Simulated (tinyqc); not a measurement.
Inside a calculation. Method: CCD on RHF in the sto-3g basis, for H3+, spin multiplicity 1. Computed by tinyqc, a small Python program that keeps every step (integrals from PySCF). Settings: charge = 1, multiplicity = 1, basis = sto-3g, method = RHF, energy threshold = 1e-10, iteration cap = 64, orthogonalisation = symmetric, start = Wolfsberg-Helmholz matrix, DIIS depth = 6, amplitude equations = CCD, DIIS depth for amplitudes = 4, cap on updates = 59. Command: `OMP_NUM_THREADS=1 python tinyqc.py 23670 23671 out.jsonl` (the two numbers bound the seeds that draw the settings). One thread of a shared host (Intel(R) Xeon(R) Processor @ 2.60GHz), about 0.05 s of CPU time with the checks. The early iterations of the SCF are left out here.

## One-electron integrals

Geometry (angstrom):
```
atom,x,y,z
H,0.000000,0.000000,0.000000
H,0.000000,0.000000,1.086000
H,0.000000,1.034000,0.543000
```

Basis sto-3g: exponents (1/bohr^2) and contraction coefficients of normalised primitives:
```
element,l (shell),exponent,coefficient
H,s (1),3.425251,0.154329
H,s (1),0.623914,0.535328
H,s (1),0.168855,0.444635
```

Overlap, kinetic and nuclear-attraction integrals over the contracted functions; the nuclear repulsion is the sum of Za Zb / Rab.

nuclear repulsion = 1.39346993 hartree

overlap S, lower triangle:
```
,1H 1s,2H 1s,3H 1s
1H 1s,1.000000
2H 1s,0.447300,1.000000
3H 1s,0.403406,0.403406,1.000000
```

kinetic energy T (hartree), lower triangle:
```
,1H 1s,2H 1s,3H 1s
1H 1s,0.760032
2H 1s,0.082443,0.760032
3H 1s,0.060254,0.060254,0.760032
```

nuclear attraction V (hartree), lower triangle:
```
,1H 1s,2H 1s,3H 1s
1H 1s,-2.149130
2H 1s,-0.902073,-2.149130
3H 1s,-0.800873,-0.800873,-2.118454
```

core Hamiltonian H = T + V (hartree), lower triangle:
```
,1H 1s,2H 1s,3H 1s
1H 1s,-1.389099
2H 1s,-0.819629,-1.389099
3H 1s,-0.740619,-0.740619,-1.358422
```

## Two-electron integrals

Functions are numbered as in S; the eight-fold symmetry (ij|kl) = (ji|kl) = (kl|ij) leaves the list below.

Two-electron integrals (ij|kl) in chemists' order, unique and non-zero (hartree):
```
i,j,k,l,(ij|kl)
1,1,1,1,0.774606
2,1,1,1,0.271387
2,1,2,1,0.125389
2,2,1,1,0.450938
2,2,2,1,0.271387
2,2,2,2,0.774606
3,1,1,1,0.238679
3,1,2,1,0.098419
3,1,2,2,0.187930
3,1,3,1,0.099921
3,2,1,1,0.187930
3,2,2,1,0.098419
3,2,2,2,0.238679
3,2,3,1,0.089356
3,2,3,2,0.099921
3,3,1,1,0.426852
3,3,2,1,0.200854
3,3,2,2,0.426852
3,3,3,1,0.238679
3,3,3,2,0.238679
3,3,3,3,0.774606
```

## Orthogonalisation

S = U s U^T; symmetric (Loewdin) form X = U s^(-1/2) U^T, so that X^T S X = 1.

eigenvalues of S: 0.552700  0.610876  1.836423

X, lower triangle:
```
,1H 1s,2H 1s,3H 1s
1H 1s,1.127484
2H 1s,-0.217618,1.127484
3H 1s,-0.178250,-0.178250,1.107511
```

## Iteration 4 (converged): orbitals

converged F (hartree), lower triangle:
```
,1H 1s,2H 1s,3H 1s
1H 1s,-0.684635
2H 1s,-0.640776,-0.684635
3H 1s,-0.593841,-0.593841,-0.657030
```

Diagonalise F' = X^T F X, C = X C', fill 1 alpha and 1 beta electrons from the bottom; D = 2 C_occ C_occ^T. Each column has its largest component positive (the first on a tie).

F' = X^T F X (hartree), lower triangle:
```
,1,2,3
1,-0.416556
2,-0.337201,-0.416556
3,-0.291476,-0.291476,-0.421196
```

orbital energies (hartree): MO1 -1.031961, MO2 -0.142993, MO3 -0.079355

coefficients C:
```
,MO1,MO2,MO3
1H 1s,0.433565,-0.507664,0.951130
2H 1s,0.433565,-0.507664,-0.951130
3H 1s,0.410616,1.059019,0.000000
```

D after iteration 4, lower triangle:
```
,1H 1s,2H 1s,3H 1s
1H 1s,0.375957
2H 1s,0.375957,0.375957
3H 1s,0.356058,0.356058,0.337212
```

## Convergence

Stop when the energy changes by less than 1e-10 hartree and every element of the error matrix X^T (F D S - S D F) X is below 3e-06.

Course of the cycle:
```
iteration,E (hartree),change,largest element of the error matrix
1,-1.22511116,-,1.29e-02
2,-1.22531952,-2.08e-04,1.50e-03
3,-1.22532237,-2.85e-06,3.09e-06
4,-1.22532237,-9.86e-12,1.34e-06
```

PySCF RHF in the same basis = -1.22532237 hartree

Converged in 4 iterations.

## Integrals over molecular orbitals

(pq|rs) = sum C_ip C_jq C_kr C_ls (ij|kl), one index at a time.

one-electron integrals over orbitals h = C^T H C (hartree), lower triangle:
```
,1,2,3
1,-1.586832
2,0.010251,-1.069274
3,0.000000,0.000000,-1.030340
```

Two-electron integrals over orbitals (pq|rs), unique and non-zero (hartree):
```
p,q,r,s,(pq|rs)
1,1,1,1,0.554871
2,1,1,1,-0.010251
2,1,2,1,0.144647
2,2,1,1,0.535464
2,2,2,1,0.102548
2,2,2,2,0.635651
3,1,3,1,0.145999
3,2,3,1,-0.097564
3,2,3,2,0.073634
3,3,1,1,0.548492
3,3,2,1,-0.106156
3,3,2,2,0.466106
3,3,3,3,0.639614
```

## CCD: starting amplitudes

t_ij^ab = <ij||ab> / (e_i + e_j - e_a - e_b), whose energy is MP2.

Starting amplitudes (spin orbitals 1a, 1b, ...; amplitudes related by a flip of all spins are not repeated):
```
from,to,t
1a 1b,2a 2b,-0.081357
1a 1b,3a 3b,-0.076631
```

correlation energy = -0.02295606 hartree

## CCD: amplitude update 1

t_ij^ab D_ij^ab are set to the remaining terms of the spin-orbital equations, evaluated with the old amplitudes; for the doubles these are <ij||ab> + 1/2 <ab||ef> t_ij^ef + 1/2 <mn||ij> t_mn^ab + P(ij)P(ab) <mb||ej> t_im^ae + terms in t^2, D the orbital-energy denominators.

Amplitudes after update 1 (spin orbitals 1a, 1b, ...; amplitudes related by a flip of all spins are not repeated):
```
from,to,t
1a 1b,2a 2b,-0.107427
1a 1b,3a 3b,-0.101020
```

correlation energy = -0.03028776 hartree

## CCD: convergence

E_corr = 1/4 sum <ij||ab> t_ij^ab; stop when the norm of the change is below 1e-8.

Course of the amplitude iterations:
```
update,correlation energy (hartree),norm of the change
0,-0.02295606,-
1,-0.03028776,7.14e-02
2,-0.03250855,2.16e-02
3,-0.03345000,6.44e-03
4,-0.03344628,1.89e-05
5,-0.03344732,9.52e-06
6,-0.03344766,2.34e-06
7,-0.03344766,4.56e-09
```

Converged amplitudes (spin orbitals 1a, 1b, ...; amplitudes related by a flip of all spins are not repeated):
```
from,to,t
1a 1b,2a 2b,-0.118709
1a 1b,3a 3b,-0.111485
```

CCD total energy = -1.25877003 hartree

Converged in 7 updates, with DIIS from the third.
